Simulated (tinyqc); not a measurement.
# Threshold-voltage variability of a planar MOSFET, analytic estimates: effects of single changes

Three independent sources add in quadrature: random dopants in the depleted layer, metal-gate grains of two orientations, and roughness of the two gate edges acting through the roll-off VT = VT(long) - Vr exp(-L/l). These are first-order estimates: no three-dimensional electrostatics, no percolation.

Values chosen for this exercise; material values those of a made-up semiconductor: temperature T = 325 K; band gap Eg = 1.25 eV; relative permittivity of the semiconductor eps_r = 9.29; conduction-band density of states at T Nc = 2.79e19 cm^-3; valence-band density of states at T Nv = 2.66e19 cm^-3; channel doping Na = 4.9e17 cm^-3; oxide-equivalent thickness in inversion ti = 1.7 nm; gate length L = 32 nm; gate width W = 140 nm; metal grain size G = 4 nm; work-function difference of the two grain orientations dW = 0.1 eV; share of the orientation of higher work function p = 0.6; rms roughness of one gate edge De = 1.4 nm; correlation length of the roughness La = 15 nm; decay length of the threshold roll-off l = 6.1 nm; prefactor of the roll-off Vr = 2.8 V.

Constants: q = 1.602176634e-19 C, kB = 1.380649e-23 J/K, Vt = kB T/q, eps0 = 8.8541878128e-14 F/cm where lengths are in cm. Results are converted to the units shown.

Each table varies one quantity; the others keep the values above.

## Effect of the channel doping

ni = sqrt(Nc Nv) exp(-Eg/(2 Vt)), Eg in volts; Cox = 3.9 eps0/ti; Wd = sqrt(4 eps0 eps_r Vt ln(Na/ni)/(q Na)); dopants: s1 = (q/Cox) sqrt(Na Wd/(3 L W)). Grains: Ng = L W/G^2 (at least 1), s2 = dW sqrt(p (1 - p)/Ng). Edges, with exponential correlation and u = W/La: the mean gate length has sL^2 = 2 De^2 (2/u)[1 - (1 - exp(-u))/u]; s3 = sL (Vr/l) exp(-L/l). s = sqrt(s1^2 + s2^2 + s3^2). l and Vr are held fixed.

The same in every row: s2 (mV) = 2.9277; s3 (mV) = 2.0946.

Results:

| Na (cm^-3) | s1 (mV) | s (mV) | s sqrt(L W) (mV um) |
|---|---|---|---|
| 1.5e17 | 7.4999 | 8.3190 | 0.55682 |
| 2.6e17 | 8.6738 | 9.3911 | 0.62857 |
| 4.7e17 | 10.141 | 10.761 | 0.72024 |
| 1.5e18 | 13.764 | 14.227 | 0.95228 |
| 2.6e18 | 15.904 | 16.306 | 1.0914 |
| 4.5e18 | 18.366 | 18.715 | 1.2527 |
| 8e18 | 21.354 | 21.656 | 1.4495 |

Estimate the missing row, Na = 8.2e17 cm^-3.

Computed row:

| Na (cm^-3) | s1 (mV) | s (mV) | s sqrt(L W) (mV um) |
|---|---|---|---|
| 8.2e17 | 11.742 | 12.282 | 0.82206 |

With this row back in the table: As Na goes from 1.5e17 to 8e18 cm^-3, s rises from 8.32 to 21.7 mV. The dopants are the largest source in the first and the last row. s1 goes on average as Na^(0.26), near the 1/4 expected from Na Wd. For Na = 1.5e17 to 8.2e17 cm^-3 the depletion depth exceeds L, so source and drain share much of the charge and s1 is rough.

## Effect of the correlation length of the roughness

Same model as above.

l and Vr are held fixed.

The same in every row: s1 (mV) = 10.25; s2 (mV) = 2.928.

Result of one run:

| La (nm) | s3 (mV) | s (mV) | s sqrt(L W) (mV um) |
|---|---|---|---|
| 5 | 1.257 | 10.74 | 0.7186 |

What becomes of these results when the correlation length of the roughness La is changed from 5 to 160 nm, all else the same?

Result of the changed run:

| La (nm) | s3 (mV) | s (mV) | s sqrt(L W) (mV um) |
|---|---|---|---|
| 160 | 4.181 | 11.45 | 0.7666 |

The whole series:

| La (nm) | s3 (mV) | s (mV) | s sqrt(L W) (mV um) |
|---|---|---|---|
| 2 | 0.8036 | 10.69 | 0.7157 |
| 5 | 1.257 | 10.74 | 0.7186 |
| 10 | 1.744 | 10.80 | 0.7232 |
| 20 | 2.370 | 10.92 | 0.7311 |
| 40 | 3.078 | 11.10 | 0.7428 |
| 80 | 3.719 | 11.29 | 0.7558 |
| 160 | 4.181 | 11.45 | 0.7666 |

As La goes from 2 to 160 nm, s rises from 10.7 to 11.5 mV. The dopants are the largest source in the first and the last row. The edge term s3 rises from 0.804 to 4.18 mV: a longer correlation averages out less along the width. In every row the depletion depth exceeds L, so source and drain share much of the charge and s1 is rough.

## Effect of the oxide-equivalent thickness in inversion

Same model as above.

l and Vr are held fixed.

The same in every row: s2 (mV) = 2.928; s3 (mV) = 2.095.

Effect of the oxide-equivalent thickness in inversion:

| ti (nm) | s1 (mV) | s (mV) | s sqrt(L W) (mV um) |
|---|---|---|---|
| 0.8 | 4.825 | 6.020 | 0.4029 |
| 1.2 | 7.237 | 8.083 | 0.5410 |
| 1.6 | 9.650 | 10.30 | 0.6894 |
| 2 | 12.06 | 12.59 | 0.8425 |
| 2.4 | 14.47 | 14.92 | 0.9983 |
| 2.8 | 16.89 | 17.27 | 1.156 |
| 3.2 | 19.30 | 19.63 | 1.314 |

Read the table: what changes, and by how much?

As ti goes from 0.8 to 3.2 nm, s rises from 6.02 to 19.6 mV. The dopants are the largest source in the first and the last row. s1 goes on average as ti^(1.00). In every row the depletion depth exceeds L, so source and drain share much of the charge and s1 is rough.

tinyqc, about 0.01 s, one thread, Intel Xeon 2.30GHz (shared host): `OMP_NUM_THREADS=1 python tinyqc.py 2090005 2090006 out.jsonl`
